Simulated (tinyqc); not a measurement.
Reverse leakage of an n+-p junction: diffusion, generation, trap-assisted and band-to-band tunnelling: two steps of the calculation.

One-sided abrupt junction in the depletion approximation, x from the junction (0) to W on the p side, field F = F0 (1 - x/W). Flat quasi-Fermi levels, long p side. Traps generate through SRH with both lifetimes shortened by 1 + Gamma (Hurkx enhancement, form for moderate fields); band-to-band generation is local and needs a total bending above Eg.

Inputs (values chosen for the exercise); band and dielectric values close to those of silicon:
- T = 358 K (temperature)
- Eg = 1.12 eV (band gap)
- eps_r = 11.8 (relative permittivity)
- Nc = 3.66e19 cm^-3 (conduction-band density of states at T)
- Nv = 3.48e19 cm^-3 (valence-band density of states at T)
- Na = 3.1e16 cm^-3 (acceptor density of the lighter side)
- Nd = 5e19 cm^-3 (donor density of the heavier side)
- tau = 2e-9 s (SRH lifetime of both carriers at zero field)
- Et = 0.1 eV (trap level above the intrinsic level)
- mt = 0.26 m0 (tunnelling mass)
- Dn = 12 cm^2/s (electron diffusion coefficient on the lighter side)
- Ab = 3.9e14 cm^-0.5 V^-2.5 s^-1 (band-to-band prefactor)
- Bb = 1.87e7 V/cm (band-to-band field constant)
- VR = 1.1 V (reverse bias)

Constants: q = 1.602176634e-19 C, kB = 1.380649e-23 J/K, hbar = 1.054571817e-34 J s, m0 = 9.1093837015e-31 kg, Vt = kB T/q, eps0 = 8.8541878128e-14 F/cm where lengths are in cm. Results are converted to the units shown.

Problem 1. Field, scales and diffusion current. ni = sqrt(Nc Nv) exp(-Eg/(2 Vt)), Eg in volts; Vbi = Vt ln(Na Nd/ni^2); W = sqrt(2 eps0 eps_r (Vbi + VR)/(q Na)); F0 = 2 (Vbi + VR)/W; FG = sqrt(24 mt m0 (kB T)^3)/(q hbar); J_diff = q ni^2 sqrt(Dn/tau)(1 - exp(-VR/Vt))/Na.

Wanted: ni; Vbi; W; F0; FG; J_diff.

Solution 1.

ni = 4.6674e11 cm^-3
Vbi = 0.91295 V
W = 291.01 nm
F0 = 138.34 kV/cm
FG = 490.34 kV/cm
J_diff = 8.7213e-8 A/cm^2

Problem 2. Generation rates across the layer. u = (Vbi + VR)(1 - x/W)^2, p = Na exp(-u/Vt), n = Nd exp((u - Vbi - VR)/Vt); G0 = ni^2 (1 - exp(-VR/Vt))/(tau (n + p + 2 ni cosh(Et/Vt))); Gamma = 2 sqrt(3 pi)(F/FG) exp((F/FG)^2); trap-assisted part G0 Gamma; G_bb = Ab F^2.5 exp(-Bb/F) with F in V/cm, zero unless Vbi + VR > Eg, and counted as zero under 1 cm^-3 s^-1. 15 equal steps.

ni = 4.6674347e11 cm^-3
Vbi = 0.91295262 V
W = 291.01214 nm
F0 = 138.34149 kV/cm
FG = 490.34269 kV/cm

Wanted: x; F; Gamma; G0; G0 Gamma; G_bb.

Solution 2.

```
point  x (nm)  F (kV/cm)    Gamma  G0 (cm^-3 s^-1)  G0 Gamma (cm^-3 s^-1)  G_bb (cm^-3 s^-1)
0        0.00     138.34   1.8758        2.1785e12              4.0864e12             0.0000
1       19.40     129.12   1.7329        9.7742e15              1.6938e16             0.0000
2       38.80     119.90   1.5938        6.6497e18              1.0598e19             0.0000
3       58.20     110.67   1.4583        9.1098e18              1.3284e19             0.0000
4       77.60     101.45   1.3259        9.1122e18              1.2082e19             0.0000
5       97.00      92.23   1.1964        9.1122e18              1.0902e19             0.0000
6      116.40      83.00   1.0696        9.1122e18              9.7463e18             0.0000
7      135.81      73.78  0.94504        9.1120e18              8.6112e18             0.0000
8      155.21      64.56  0.82253        9.0963e18              7.4820e18             0.0000
9      174.61      55.34  0.70179        8.4699e18              5.9442e18             0.0000
10     194.01      46.11  0.58256        3.2065e18              1.8680e18             0.0000
11     213.41      36.89  0.46456        3.4984e17              1.6253e17             0.0000
12     232.81      27.67  0.34756        4.7533e16              1.6521e16             0.0000
13     252.21      18.45  0.23130        1.1195e16              2.5893e15             0.0000
14     271.61       9.22  0.11553        4.6934e15              5.4221e14             0.0000
15     291.01       0.00        0        3.5123e15                      0             0.0000
```

Range of the model: The n+ side is degenerate, so Vbi from Boltzmann statistics is only a guide.

Computed by the program tinyqc: `OMP_NUM_THREADS=1 python tinyqc.py 2290117 2290118 out.jsonl`, one thread of a shared Intel Xeon 2.30GHz, about 0.01 s for the whole run.
